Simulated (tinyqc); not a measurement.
What moves the results: short-period [001] superlattice in sp3s* tight binding. A value that a table varies takes the place of the one given here.

Planes alternate anion, cation along [001], a/4 apart; at zero in-plane momentum s, pz, s* form one block. All levels of A are shifted so that its Ev (lower root of [[Epa, Vxx], [Vxx, Epc]]) is 0, and those of B so that its Ev is -dEv. A monolayer is an anion plane and the cation plane above it; an anion between unlike cations takes the mean of the two anion levels; each bond takes the couplings of its cation. Block from an anion to the cation above: U with Vss/2 (s,s), Vsapc/2 (s,z), -Vscpa/2 (z,s), Vxx/2 (z,z), Vxapc/2 (s*,z), -Vpaxc/2 (z,s*); to the cation below: the same with the s-z and s*-z signs reversed. The cell of n + m monolayers is closed with the phase exp(2 pi i q). No spin-orbit coupling. In this block 2 (n + m) levels are filled.

For the two lowest empty levels at q = 0: energy, share of the cation weight on A, and Gamma character, the share of the cation amplitudes with Fourier index |j|/(n + m) < 1/4 along the stack (near 1: Gamma-like, near 0: folded from X).

Parameters, chosen for this exercise (A near a published set for GaAs, B for AlAs; the results hold for these values, not for the real material): pA = (-8.338, 1.04, -2.651, 3.674, 8.601, 6.753, -6.461, 1.96, 5.092, 4.493, 5.788, 4.855, 4.805) eV (order Esa, Epa, Esc, Epc, Exa, Exc, Vss, Vxx, Vxy, Vsapc, Vscpa, Vxapc, Vpaxc); pB = (-7.548, 0.983, -1.166, 3.584, 7.462, 6.707, -6.646, 1.873, 4.282, 5.108, 5.485, 4.515, 5.009) eV (the same for B); dEv = 0.45 eV (valence offset: Ev(B) lies this far below Ev(A)); a = 5.654 angstrom (lattice constant, taken common; strain is left out); nw = 16 (monolayers of A); n2 = 11 (monolayers of A); m2 = 5 (monolayers of B).

## Equal layers of growing thickness

n = m.

Lowest empty levels:

| n = m | layer (angstrom) | E1 (eV) | on A | Gamma | E2 (eV) | on A | Gamma |
|---|---|---|---|---|---|---|---|
| 2 | 5.7 | 1.9199 | 0.48 | 0.09 | 1.9800 | 0.67 | 0.85 |
| 3 | 8.5 | 1.9000 | 0.22 | 0.00 | 1.9412 | 0.76 | 0.95 |
| 4 | 11.3 | 1.8622 | 0.25 | 0.17 | 1.9177 | 0.69 | 0.87 |
| 6 | 17.0 | 1.8239 | 0.60 | 0.61 | 1.8470 | 0.40 | 0.48 |
| 8 | 22.6 | 1.7706 | 0.93 | 0.98 | 1.8270 | 0.02 | 0.01 |
| 10 | 28.3 | 1.7260 | 0.95 | 0.99 | 1.8229 | 0.00 | 0.00 |
| 12 | 33.9 | 1.6938 | 0.97 | 1.00 | 1.8184 | 0.01 | 0.00 |
| 14 | 39.6 | 1.6703 | 0.98 | 1.00 | 1.8148 | 0.00 | 0.00 |
| 18 | 50.9 | 1.6394 | 0.99 | 1.00 | 1.8118 | 0.00 | 0.00 |

How do the results move?

At zero in-plane momentum (the in-plane X valleys are left out) the lowest level is X-like for n = 2, 3 and 4 and Gamma-like for the others (a Gamma weight between about 0.35 and 0.65 marks an even mixture, at the crossover). Thin layers push the light Gamma electron up past the heavy X electron, whose share on A runs from 0.22 to 0.48, so for n = 3 and 4 it lies apart from the holes in A (type II); the crossover lies between n = 4 and 6. The crossover moves with dEv and with the electron mass, which this model makes too heavy, so it comes at thinner layers than in the real system. At n = 18 the lowest level lies 0.071 eV above the lowest bulk edge of the two crystals, with 99 % of its cation weight on A.

## Miniband width against barrier thickness

nw monolayers of A and m of B; lowest empty level at q = 0 and q = 1/2. The decay constant is ln(width(4)/width(6)) over two monolayers, each a/2 thick.

Lowest miniband:

| m | E(q = 0) (eV) | E(q = 1/2) (eV) | width (meV) | Gamma character |
|---|---|---|---|---|
| 1 | 1.6057 | 1.6866 | 80.909 | 0.99 |
| 2 | 1.6270 | 1.6744 | 47.469 | 1.00 |
| 3 | 1.6380 | 1.6661 | 28.051 | 1.00 |
| 4 | 1.6442 | 1.6610 | 16.783 | 1.00 |
| 5 | 1.6478 | 1.6577 | 9.855 | 1.00 |
| 6 | 1.6499 | 1.6557 | 5.896 | 1.00 |
| 8 | 1.6518 | 1.6539 | 2.065 | 1.00 |

decay constant = 0.1850 1/angstrom

What does this show, and why?

The width falls from 80.9 to 2.07 meV, as exp(-kappa d) with kappa = 0.185 1/angstrom, which stands for the decay constant of the barrier at this energy: each monolayer costs a factor 1.69. The level at q = 0 rises by 46 meV towards that of a single well.

## What each change does

A cell with n = n2 and m = m2. Each row changes one parameter from the base and keeps the others.

Results:

| case | E1 (eV) | A share 1 | Gamma 1 | E2 (eV) | A share 2 | Gamma 2 |
|---|---|---|---|---|---|---|
| base | 1.6990 | 0.95 | 0.99 | 1.8482 | 0.05 | 0.00 |
| n2 = 13 | 1.6738 | 0.97 | 1.00 | 1.8478 | 0.06 | 0.01 |
| m2 = 7 | 1.7055 | 0.96 | 1.00 | 1.8300 | 0.02 | 0.00 |
| dEv = 0.55 eV | 1.6930 | 0.95 | 0.99 | 1.7529 | 0.03 | 0.00 |

What can be read from the table?

The largest shifts from the base row, up to three for each result and ties (the steps differ in size, so this ranks the rows, not the parameters). E1 (eV): n2 -0.0252, m2 +0.0064, dEv -0.0061. A share 1: n2 +0.01, m2 +0.00; unchanged at the printed digits by dEv. Gamma 1: n2 +0.00, m2 +0.00; unchanged at the printed digits by dEv. E2 (eV): dEv -0.0953, m2 -0.0181, n2 -0.0004. A share 2: m2 -0.04, dEv -0.02, n2 +0.01. Gamma 2: n2 +0.01; unchanged at the printed digits by m2 and dEv.

tinyqc: `OMP_NUM_THREADS=1 python tinyqc.py 1450890 1450891 out.jsonl`; about 0.6 s, one thread, shared Intel(R) Xeon(R) Processor @ 2.30GHz.
